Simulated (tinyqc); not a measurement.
# Deformation potential from the mobility gain

Question. Tension X along [100] raises the x valleys by D = Xu (s11 - s12) X against the y and z valleys. Their share is f = w/(w + 2), w = exp(-D/Vt), and for current along [100] mu/mu0 = [f/ml + (1 - f)/mt]/[(1/ml + 2/mt)/3]. Find f, D and Xu.

Inputs (values chosen for the exercise); values close to those of silicon:
```
symbol,value,unit,meaning
T,300,K,temperature
s11,7.9,1/TPa,compliance
s12,-2.19,1/TPa,compliance
ml,0.923,m0,longitudinal mass
mt,0.195,m0,transverse mass
```

Constants: q = 1.602176634e-19 C, kB = 1.380649e-23 J/K, Vt = kB T/q. Results are converted to the units shown.

mu/mu0 = 1.35394031
X = 1500 MPa

Solution. The gain is linear in f; w = 2 f/(1 - f).

f = 0.00257
D = 136 meV
Xu = 9.00 eV

Numbers from tinyqc (`OMP_NUM_THREADS=1 python tinyqc.py 2530027 2530028 out.jsonl`; about 0.01 s on one thread of a shared Intel Xeon 2.30GHz).
